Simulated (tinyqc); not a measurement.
# Changing the longitudinal mass m_l

Model: donor in an ellipsoidal valley (Kohn-Luttinger variational method). Computed by tinyqc, a small Python program. Command: `OMP_NUM_THREADS=1 python tinyqc.py 3005117 3005118 out.jsonl kohnlutt sweep`. One thread of a shared host (Intel(R) Xeon(R) Processor @ 2.30GHz), about 0.08 s of CPU time with the checks.

H = -(d^2/dx^2 + d^2/dy^2) - gamma d^2/dz^2 - 2/r in units built on m_t, with gamma = m_t/m_l and z along the valley axis. One valley; no valley-orbit or central-cell term.

Inputs (values chosen for the exercise, for a model semiconductor): transverse mass m_t = 0.257 m_0; dielectric constant eps = 7.71.

Constants: Ry = 13.605693123 eV; a_0 = 0.529177210903 angstrom.

Method:
- Ry* = Ry m_t/eps^2, a* = a_0 eps/m_t, gamma = m_t/m_l.
- Trial function exp(-sqrt((x^2 + y^2)/a^2 + z^2/b^2)) with beta = b/a < 1: E = t/a^2 - u/a, t = (2 + gamma/beta^2)/3, u = 2 arcsin(sqrt(1 - beta^2))/sqrt(1 - beta^2); the best a is 2 t/u and E(beta) = -u^2/(4 t).
- Golden-section search on beta from 0.05 to 0.999, 60 steps.
- Gaussian basis: g = P exp(-al (x^2 + y^2) - be z^2) with P = 1 (s-like), z (2p0) or x (2p+-); al = 0.004 x 2.6^k, k = 0..11, and be/al = 1, gamma^(-1/2) or 1/gamma (36 functions); 1/r = (2/sqrt(pi)) int exp(-t^2 r^2) dt by 48 Gauss-Legendre points after t = sqrt(al_i + al_j) tan(theta); overlap eigenvalues below 1e-10 are dropped.

One run for each value:

| longitudinal mass m_l (m_0) | 1s binding energy, trial function (meV) | 2p0 binding energy (meV) | 2p+- binding energy (meV) | best beta | 1s binding energy, Gaussian basis (meV) |
|---|---|---|---|---|---|
| 0.31 | 62.5 | 16.43 | 15.25 | 0.9353 | 62.5 |
| 0.48 | 71.6 | 21.03 | 16.48 | 0.8010 | 71.6 |
| 0.74 | 80.8 | 26.42 | 17.63 | 0.6877 | 80.9 |
| 1.80 | 100.4 | 40.09 | 19.72 | 0.5042 | 100.6 |
| 2.80 | 110.0 | 48.11 | 20.61 | 0.4327 | 110.4 |
| 4.30 | 119.2 | 56.56 | 21.38 | 0.3732 | 119.8 |
| 6.60 | 128.0 | 65.52 | 22.06 | 0.3221 | 128.9 |
| 10.00 | 136.2 | 74.56 | 22.63 | 0.2794 | 137.4 |

Give the missing row, longitudinal mass m_l (m_0) = 1.10.

Computed row; columns: (1) longitudinal mass m_l (m_0); (2) 1s binding energy, trial function (meV); (3) 2p0 binding energy (meV); (4) 2p+- binding energy (meV); (5) best beta; (6) 1s binding energy, Gaussian basis (meV):
```
(1)    (2)    (3)    (4)     (5)   (6)
1.10  89.5  32.09  18.61  0.5985  89.6
```

Interpolating between the two neighbouring rows (the first column on a logarithmic scale, the others too where they are positive) misses most in 2p0 binding energy (meV), by 0.84 %. Over the rows, 1s binding energy, trial function (meV) rises from 62.5 to 136 (exponent d ln y / d ln x 0.31 between the first rows and 0.15 between the last); 2p0 binding energy (meV) rises from 16.4 to 74.6 (exponent d ln y / d ln x 0.56 between the first rows and 0.31 between the last); 2p+- binding energy (meV) rises from 15.3 to 22.6 (exponent d ln y / d ln x 0.18 between the first rows and 0.062 between the last).

Caution (rows 1.80, 2.80, 4.30, 6.60, 10.0): the short radius is only a few bond lengths, so the envelope approximation is rough.

Extremes, crossings and ranges named in words are read from the listed rows.
